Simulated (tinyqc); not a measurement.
Schottky barrier with interface states (Cowley-Sze model), image lowering and contact resistance: one step, computed by the program tinyqc.

An n-type semiconductor under a metal. The barrier lies between the Schottky-Mott limit phi_M - chi and the Bardeen limit E_g - E_n, E_n being the neutrality level of the interface states; the space-charge term of the full Cowley-Sze expression is left out.

Task: Depletion layer and image lowering under reverse bias. N_c = 2 M_c (2 pi m_e k_B T/h^2)^(3/2); xi = E_c - E_F solves N = N_c F_1/2(-xi/k_B T) (bisection; full ionisation). F_1/2(eta) = (2/sqrt(pi)) int_0^infinity sqrt(x)/(1 + exp(x - eta)) dx, by the trapezoid rule in t = sqrt(x) with step 0.02 up to t = 12 (for eta < -12 by exp(eta) - exp(2 eta)/2^(3/2)). V_bi = phi_B - xi; W = sqrt(2 eps_s eps_0 (V_bi + V_r - k_B T/e)/(e N)); field at the metal E_m = e N W/(eps_s eps_0); image lowering sqrt(e E_m/(4 pi eps_s eps_0)).

Inputs (values chosen for the exercise, with gap, mass and screening modelled on CdS): dielectric constant eps_s = 8.51; electron mass m_e = 0.199 m_0; valleys M_c = 1; donor density N = 3.7e+15 cm^-3; temperature T = 200 K; reverse bias V_r = 3.1 V.

Pinning factor from: interface states.

barrier phi_B = 0.8840748 eV

Constants: k_B = 8.617333262e-05 eV/K; m_0 = 9.1093837015e-31 kg; k_B = 1.380649e-23 J/K; h = 6.62607015e-34 J s; eps_0 = 8.8541878128e-12 F/m; e = 1.602176634e-19 C.

Give: N_c; xi; built-in voltage V_bi; depletion width W; field E_m; image lowering.

Result:

N_c = 1.213e+18 cm^-3

xi = 0.09981 eV

built-in voltage V_bi = 0.7843 V

depletion width W = 991.5 nm

field E_m = 78005 V/cm

image lowering = 0.03633 eV
